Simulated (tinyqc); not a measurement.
## Tunnelling through a two-layer gate stack, WKB transmission and Tsu-Esaki current: effect of the thickness t2 at fixed voltage

Electrons leave the emitter at x = 0. Energies E (motion across the layers) are in eV from the emitter Fermi level; the collector Fermi level lies at -V and offers states at every E. No charge in the dielectric and no image force: F1 = V/(t1 + t2 eps1/eps2), F2 = F1 eps1/eps2; U = phi1 - F1 x in layer 1 and phi2 - F1 t1 - F2 (x - t1) in layer 2. With C = hbar^2/(2 m0), kappa = sqrt(m (U - E)/C) where U > E and 0 elsewhere; T(E) = exp(-S), S = 2 times the integral of kappa over x.

Each layer adds (2/F) sqrt(m/C) [G(u at its left edge) - G(u at its right edge)] to S, with u = U - E (0 where negative) and G(u) = (2/3) u^1.5. J = J0 times the integral of T(E) N(E) dE, N = ln[(1 + exp(-E/Vt))/(1 + exp((-E - V)/Vt))], J0 = q^2 me m0 kB T/(2 pi^2 hbar^3) (times 1e-4 for A/cm^2 per eV), from E = -Ef to far above the barrier (T = 1 there), by quadrature converged to the digits shown.

Values chosen for this exercise; layer 1 close to silicon nitride, layer 2 close to aluminium oxide: temperature T = 300 K; Fermi energy of the emitter above its band bottom Ef = 0.32 eV; emitter mass in the supply function me = 0.42 m0; barrier of layer 1 above the emitter Fermi level at zero bias phi1 = 2.11 eV; tunnelling mass of layer 1 m1 = 0.51 m0; thickness of layer 1 t1 = 1 nm; relative permittivity of layer 1 eps1 = 7.65; barrier of layer 2 at zero bias phi2 = 2.54 eV; tunnelling mass of layer 2 m2 = 0.4 m0; relative permittivity of layer 2 eps2 = 8.68; voltage across the dielectric V = 1.5 V.

Constants: q = 1.602176634e-19 C, kB = 1.380649e-23 J/K, hbar = 1.054571817e-34 J s, m0 = 9.1093837015e-31 kg, Vt = kB T/q, hbar^2/(2 m0) = 0.0380998212 eV nm^2. Results are converted to the units shown.

Results:

| t2 (nm) | S at E = 0 | T(E = 0) | J (A/cm^2) | mean E of the current (eV) |
|---|---|---|---|---|
| 2 | 25.82 | 6.138e-12 | 5.376e-4 | -0.1490 |
| 2.49 | 30.04 | 8.966e-14 | 6.635e-6 | -0.1387 |
| 2.97 | 34.18 | 1.431e-15 | 9.082e-8 | -0.1285 |
| 3.46 | 38.40 | 2.100e-17 | 1.153e-9 | -0.1179 |
| 3.94 | 42.54 | 3.362e-19 | 1.620e-11 | -0.1075 |
| 4.43 | 46.76 | 4.943e-21 | 2.112e-13 | -0.09691 |
| 5.4 | 55.11 | 1.166e-24 | 4.072e-17 | -0.07603 |

Estimate the missing row, t2 = 4.91 nm.

Computed row:

| t2 (nm) | S at E = 0 | T(E = 0) | J (A/cm^2) | mean E of the current (eV) |
|---|---|---|---|---|
| 4.91 | 50.89 | 7.924e-23 | 3.045e-15 | -0.08656 |

With this row back in the table: J falls from 5.38e-4 to 4.07e-17 A/cm^2: 3.90 decades a nanometre between the first two rows and 3.82 between the last two. The exponent S alone gives dS/dt/ln 10 = 3.75 and 3.74.

Program tinyqc, `OMP_NUM_THREADS=1 python tinyqc.py 2540016 2540017 out.jsonl`; Intel Xeon 2.30GHz, shared host, one thread, about 0.04 s.
